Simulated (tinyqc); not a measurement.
What moves the results: short-period [001] superlattice in sp3s* tight binding. A value that a table varies takes the place of the one given here.

Planes alternate anion, cation along [001], a/4 apart; at zero in-plane momentum s, pz, s* form one block. All levels of A are shifted so that its Ev (lower root of [[Epa, Vxx], [Vxx, Epc]]) is 0, and those of B so that its Ev is -dEv. A monolayer is an anion plane and the cation plane above it; an anion between unlike cations takes the mean of the two anion levels; each bond takes the couplings of its cation. Block from an anion to the cation above: U with Vss/2 (s,s), Vsapc/2 (s,z), -Vscpa/2 (z,s), Vxx/2 (z,z), Vxapc/2 (s*,z), -Vpaxc/2 (z,s*); to the cation below: the same with the s-z and s*-z signs reversed. The cell of n + m monolayers is closed with the phase exp(2 pi i q). No spin-orbit coupling. In this block 2 (n + m) levels are filled.

For the two lowest empty levels at q = 0: energy, share of the cation weight on A, and Gamma character, the share of the cation amplitudes with Fourier index |j|/(n + m) < 1/4 along the stack (near 1: Gamma-like, near 0: folded from X).

Parameters, chosen for this exercise (A near a published set for GaAs, B for AlAs; the results hold for these values, not for the real material):
- pA = (-8.324, 1.039, -2.652, 3.68, 8.574, 6.756, -6.455, 1.96, 5.079, 4.471, 5.797, 4.834, 4.822) eV (order Esa, Epa, Esc, Epc, Exa, Exc, Vss, Vxx, Vxy, Vsapc, Vscpa, Vxapc, Vpaxc)
- pB = (-7.515, 0.981, -1.164, 3.584, 7.497, 6.712, -6.645, 1.877, 4.297, 5.101, 5.491, 4.522, 4.981) eV (the same for B)
- dEv = 0.57 eV (valence offset: Ev(B) lies this far below Ev(A))
- a = 5.655 angstrom (lattice constant, taken common; strain is left out)
- nw = 10 (monolayers of A)
- n2 = 4 (monolayers of A)
- m2 = 7 (monolayers of B)

## Equal layers of growing thickness

n = m.

Lowest empty levels:
```
n = m  layer (angstrom)  E1 (eV)  on A  Gamma  E2 (eV)  on A  Gamma
2                   5.7   1.8579  0.38   0.02   1.9416  0.68   0.91
3                   8.5   1.8139  0.15   0.00   1.9104  0.73   0.94
4                  11.3   1.7704  0.09   0.02   1.8855  0.76   0.97
6                  17.0   1.7327  0.03   0.01   1.7917  0.08   0.00
8                  22.6   1.7210  0.02   0.02   1.7460  0.03   0.00
10                 28.3   1.7152  0.64   0.67   1.7192  0.41   0.43
12                 33.9   1.6864  0.96   0.99   1.7146  0.01   0.00
14                 39.6   1.6642  0.97   1.00   1.7105  0.00   0.00
18                 50.9   1.6348  0.98   1.00   1.7077  0.00   0.00
```

What can be read from the table?

At zero in-plane momentum (the in-plane X valleys are left out) the lowest level is X-like for n = 2, 3, 4, 6 and 8 and Gamma-like for the others (a Gamma weight between about 0.35 and 0.65 marks an even mixture, at the crossover). Thin layers push the light Gamma electron up past the heavy X electron, whose share on A runs from 0.02 to 0.38, so for n = 3, 4, 6 and 8 it lies apart from the holes in A (type II); the crossover lies between n = 8 and 10. The crossover moves with dEv and with the electron mass, which this model makes too heavy, so it comes at thinner layers than in the real system. At n = 18 the lowest level lies 0.068 eV above the lowest bulk edge of the two crystals, with 98 % of its cation weight on A.

## Miniband width against barrier thickness

nw monolayers of A and m of B; lowest empty level at q = 0 and q = 1/2. The decay constant is ln(width(4)/width(6)) over two monolayers, each a/2 thick.

Lowest miniband:
```
m  E(q = 0) (eV)  E(q = 1/2) (eV)  width (meV)  Gamma character
1         1.6239           1.8103      186.443             0.99
2         1.6621           1.7752      113.173             0.99
3         1.6841           1.7518       67.698             1.00
4         1.6968           1.7391       42.319             0.98
5         1.7056           1.7286       22.970             0.99
6         1.7093           1.7255       16.236             0.95
8         1.7136           1.7200        6.404             0.84
```

decay constant = 0.1694 1/angstrom

What can be read from the table?

The width falls from 186.4 to 6.40 meV, as exp(-kappa d) with kappa = 0.169 1/angstrom, which stands for the decay constant of the barrier at this energy: each monolayer costs a factor 1.61. The level at q = 0 rises by 90 meV towards that of a single well.

## What each change does

A cell with n = n2 and m = m2. Each row changes one parameter from the base and keeps the others.

Results:
```
case           E1 (eV)  A share 1  Gamma 1  E2 (eV)  A share 2  Gamma 2
base            1.7258       0.01     0.00   1.7648       0.06     0.00
n2 = 6          1.7259       0.01     0.00   1.7640       0.07     0.02
m2 = 9          1.7192       0.00     0.00   1.7332       0.02     0.00
dEv = 0.67 eV   1.6267       0.01     0.00   1.6705       0.04     0.00
```

What does this show?

The largest shifts from the base row, up to three for each result and ties (the steps differ in size, so this ranks the rows, not the parameters). E1 (eV): dEv -0.0990, m2 -0.0066, n2 +0.0001. A share 1: m2 -0.01; unchanged at the printed digits by n2 and dEv. Gamma 1: unchanged at the printed digits by n2, m2 and dEv. E2 (eV): dEv -0.0942, m2 -0.0316, n2 -0.0008. A share 2: m2 -0.03, dEv -0.02, n2 +0.02. Gamma 2: n2 +0.02; unchanged at the printed digits by m2 and dEv.

Program tinyqc; command `OMP_NUM_THREADS=1 python tinyqc.py 1450108 1450109 out.jsonl`; about 0.3 s on one thread of a shared Intel(R) Xeon(R) Processor @ 2.30GHz.
